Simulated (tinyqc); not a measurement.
LED efficiency against current.

ABC model of an LED: J = q da (A n + Ba n^2 + Ca n^3), IQE = Ba n^2/(A n + Ba n^2 + Ca n^3), differential lifetime 1/(A + 2 Ba n + 3 Ca n^2).

Parameters, values chosen for the exercise: defect coefficient of the active layer A = 1.4e5 1/s; radiative coefficient of the active layer Ba = 2.8e-10 cm^3/s; Auger coefficient of the active layer Ca = 1.6e-30 cm^6/s; thickness of the active layer da = 64 nm.

Constants: q = 1.602176634e-19 C. Results are converted to the units shown.

LED efficiency against current:
```
J (A/cm^2),n (cm^-3),IQE (%),defect share (%),Auger share (%),differential lifetime (ns)
0.08,1.6444e16,97.040,2.9507,0.0091182,106.96
0.3,3.2073e16,98.447,1.5347,0.018043,55.231
1,5.8758e16,99.123,0.84349,0.033281,30.247
6,1.4425e17,99.573,0.34513,0.082078,12.342
30,3.2270e17,99.662,0.15442,0.18378,5.5141
100,5.8893e17,99.580,0.084544,0.33512,3.0156
400,1.1761e18,99.290,0.042210,0.66731,1.5028
2000,2.6195e18,98.507,0.018802,1.4745,0.66666
8000,5.2016e18,97.104,0.0093340,2.8863,0.32863
```

What does the table show?

The IQE goes from 97.0 through a maximum of 99.7 (at J = 30 A/cm^2 among the rows listed) to 97.1 %. The exact peak, Q/(Q + 2) = 99.7 % with Q = Ba/sqrt(A Ca) = 592, lies at n = sqrt(A/Ca) = 2.96e17 cm^-3, J = 25.2 A/cm^2, where the defect and Auger shares are equal. n goes as J^(0.51) at the low end and J^(0.49) at the high end.

tinyqc, about 0.01 s, one thread, Intel Xeon 2.30GHz (shared host): `OMP_NUM_THREADS=1 python tinyqc.py 2300055 2300056 out.jsonl`
